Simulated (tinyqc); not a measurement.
Dopants and charged point defects at anneal temperature: Fermi-level effect, clustering and pairing. Changing the cluster binding energy E_b. Computed by tinyqc, a small Python program. Command: `OMP_NUM_THREADS=1 python tinyqc.py 3026525 3026526 out.jsonl pairing sweep`. One thread of a shared host (Intel(R) Xeon(R) Processor @ 2.30GHz), about 0.02 s of CPU time with the checks.

Boltzmann statistics and full ionisation of active dopants. Energies are counted from the valence band; the defect (a vacancy or self-interstitial) has five charge states, with all degeneracy factors one.

Inputs (values chosen for the exercise, with bands modelled on germanium):

| quantity | value | unit |
|---|---|---|
| gap at 0 K E_g0 | 0.737 | eV |
| Varshni alpha | 0.000494 | eV/K |
| Varshni beta | 243 | K |
| electron mass m_e | 0.218 | m_0 |
| valleys M_c | 4 | - |
| hole mass m_h | 0.352 | m_0 |
| anneal temperature T | 880 | K |
| total dopant density N | 2.7e+18 | cm^-3 |
| formation enthalpy of the neutral defect H_f | 3.08 | eV |
| formation entropy S_f | 8 | k_B |
| site density N_s | 2.9e+22 | cm^-3 |
| intrinsic dopant diffusivity D_i | 4.8e-17 | cm^2/s |
| anneal time t | 2 | s |
| dopant atoms per cluster k | 4 | - |

Dopant: donor. Second part: clustering of the dopant.

defect levels as fractions of E_g(T): (2+/+), (+/0), (0/-), (-/2-): 0.11  0.22  0.62  0.7

Constants: m_0 = 9.1093837015e-31 kg; k_B = 1.380649e-23 J/K; h = 6.62607015e-34 J s; k_B = 8.617333262e-05 eV/K.

Method:
- E_g = E_g0 - alpha T^2/(T + beta).
- N_c = 2 M_c (2 pi m_e k_B T/h^2)^(3/2) and N_v = 2 (2 pi m_h k_B T/h^2)^(3/2), masses in units of m_0.
- n_i = sqrt(N_c N_v) exp(-E_g/2 k_B T); E_i = E_g/2 + (k_B T/2) ln(N_v/N_c).
- n = A/2 + sqrt(A^2/4 + n_i^2) for an active density A.
- k ionised dopants and k carriers form one neutral cluster: C = N_s (A/N_s)^k (n/N_b)^k exp(E_b/k_B T), N_b the effective density of states of the majority band, and N = A + k C (60 bisections in ln A between ln N - 90 and ln N).
- chi = n/n_i (for acceptors n_i/p); E_F = E_i + k_B T ln chi; field enhancement h = 1 + A/sqrt(A^2 + 4 n_i^2).
- C_0 = N_s exp(S_f/k_B) exp(-H_f/k_B T). Ratios to the neutral state at E_F = E_i: r_+ = exp((E(+/0) - E_i)/k_B T), r_2+ = r_+ exp((E(2+/+) - E_i)/k_B T), r_- = exp((E_i - E(0/-))/k_B T), r_2- = r_- exp((E_i - E(-/2-))/k_B T); at other E_F state q scales as chi^(-q). The enhancement is sum r_q chi^(-q)/sum r_q. The charge on the defects is left out of neutrality.
- If every charge state of the defect carries the dopant equally well, D = D_i x enhancement x h x (active share A/N, a rough stand-in that overstates the dA/dN which immobile clusters call for), D_i being an input held fixed when T or H_f is moved; diffusion length 2 sqrt(D t).

One run for each value:

| cluster binding energy E_b (eV) | active density A (cm^-3) | active share | D/D_i |
|---|---|---|---|
| 0.89 | 2.700e+18 | 1.0000 | 1.630 |
| 1.17 | 2.700e+18 | 1.0000 | 1.630 |
| 1.45 | 2.700e+18 | 1.0000 | 1.630 |
| 1.73 | 2.700e+18 | 1.0000 | 1.630 |
| 2.01 | 2.700e+18 | 0.9999 | 1.629 |
| 2.29 | 2.694e+18 | 0.9978 | 1.624 |
| 2.57 | 2.534e+18 | 0.9387 | 1.489 |
| 2.85 | 1.769e+18 | 0.6552 | 0.913 |

What does the table show?

Over the rows, active density A (cm^-3) falls from 2.70e18 to 1.77e18; active share falls from 1.000 to 0.655; D/D_i falls from 1.63 to 0.913.
